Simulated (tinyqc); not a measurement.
Inside a calculation. Model: surface potential of a MOS transistor: implicit equation and explicit approximations.

Program tinyqc, `OMP_NUM_THREADS=1 python tinyqc.py 2122149 2122150 out.jsonl`; Intel Xeon 2.30GHz, shared host, one thread, about 0.01 s. Printed values are rounded.

p-type body, charge-sheet picture, depletion and inversion only, full ionisation (an idealisation for deep acceptors), Boltzmann statistics (rough once Na exp(x - xn) passes about Nc/7). In units of Vt: xg = (Vg - Vfb)/Vt, x = psi/Vt, G = gamma/sqrt(Vt), xn = (2 phiF + Vc)/Vt. The implicit equation is (xg - x)^2 = G^2 [x - 1 + exp(x - xn)] for x above about 3. Cox = eps0 eox/tox.

Values chosen for this exercise; band and dielectric values close to those of silicon:
```
symbol    value   unit                                                                 meaning
T           250      K                                                             temperature
Eg         1.12     eV                                                                band gap
eps_r      11.5                                                          relative permittivity
Nc      2.17e19  cm^-3                                  conduction-band density of states at T
Nv      2.05e19  cm^-3                                     valence-band density of states at T
eox        7.31         relative permittivity of the gate insulator (close to silicon nitride)
tox          21     nm                                                     insulator thickness
Na         1e17  cm^-3                                                        acceptor density
Vfb       -0.71      V                                                       flat-band voltage
Vc          0.2      V                                                    channel-body voltage
Vg         1.35      V                                                       gate-body voltage
```

Constants: q = 1.602176634e-19 C, kB = 1.380649e-23 J/K, Vt = kB T/q, eps0 = 8.8541878128e-14 F/cm where lengths are in cm. Results are converted to the units shown.

Range of the model: The electron quasi-Fermi level lies less than 2 Vt below the band edge at the surface, or above it, where degeneracy and confinement, left out, matter.

## Scales

ni = sqrt(Nc Nv) exp(-Eg/(2 Vt)), Eg in volts; phiF = Vt ln(Na/ni); gamma = sqrt(2 q eps0 eps_r Na)/Cox; VT = Vfb + Vt (xn + G sqrt(xn - 1)).

phiF = 0.444712 V
gamma = 0.586066 V^0.5
G = 3.99292
xn = 50.5689
VT = 0.985055 V
xg = 95.6212

## Explicit approximation

Depletion value a = 1 + [sqrt(G^2/4 + xg - 1) - G/2]^2; inversion value b = xn + ln[(xg - xn)^2/G^2 - xn + 1] and first guess y = min(a, b) - ln(1 + exp(-|a - b|)) if a > xn + 1, else b = y = a; one second-order correction with D = exp(y - xn), p = 2 (xg - y) + G^2 (1 + D), w = (xg - y)^2 - G^2 (y - 1 + D): z = y + 2 w/(p + sqrt(p^2 - 2 (2 - G^2 D) w)), or the Newton step z = y + w/p where the root is not real.

a = 63.9428
b = 54.9223
y = 54.9222
p = 1336.60
w = -442.550
z = 54.5139

The root of the implicit equation is x = 54.5277; y misses it by 0.39 and z by -0.014, in units of Vt.

## Starting value

x = a rounded to two decimals.

x at the start = 63.94

## Iteration 1: new x

D = exp(x - xn), f = (xg - x)^2 - G^2 (x - 1 + D), f' = -2 (xg - x) - G^2 (1 + D), x(new) = x - f/f'.

D = 6.41171e5
f = -1.02224e7
f' = -1.02225e7
x after iteration 1 = 62.9400

## Iteration 2: new x

As before.

D = 2.35876e5
f = -3.76057e6
f' = -3.76073e6
x after iteration 2 = 61.9401

## Iteration 3: new x

As before.

D = 86777.5
f = -1.38336e6
f' = -1.38361e6
x after iteration 3 = 60.9402

## Course of the iteration

Stop when the step is below 1e-11, or after 60 iterations.

Course of the iteration:
```
iteration  x before the step      step
1                      63.94     -1.00
2                    62.9400     -1.00
3                    61.9401     -1.00
4                    60.9402    -0.999
5                    59.9409    -0.998
6                    58.9431    -0.993
7                    57.9505    -0.977
8                    56.9739    -0.929
9                    56.0453    -0.799
10                   55.2460    -0.524
11                   54.7223    -0.178
12                   54.5438   -0.0161
13                   54.5278  -1.16e-4
14                   54.5277  -6.03e-9
15                   54.5277         0
```

Converged in 15 iterations. In 7 iterations the step is within 5 % of -1, the mark of an exponential that dominates f.

## Potential, charges and gate control

converged x = 54.5277

psi = Vt x; N_dep = Cox Vt G sqrt(x - 1)/q; N_inv = (Cox Vt G/q) [sqrt(x - 1 + exp(x - xn)) - sqrt(x - 1)]; dpsi/dVg = 1/[1 + G^2 (1 + exp(x - xn))/(2 (xg - x))].

psi = 1.17471 V
N_dep = 1.21068e12 cm^-2
N_inv = 4.9236e11 cm^-2
dpsi/dVg = 0.0880513

psi lies 4.0 Vt above 2 phiF + Vc.
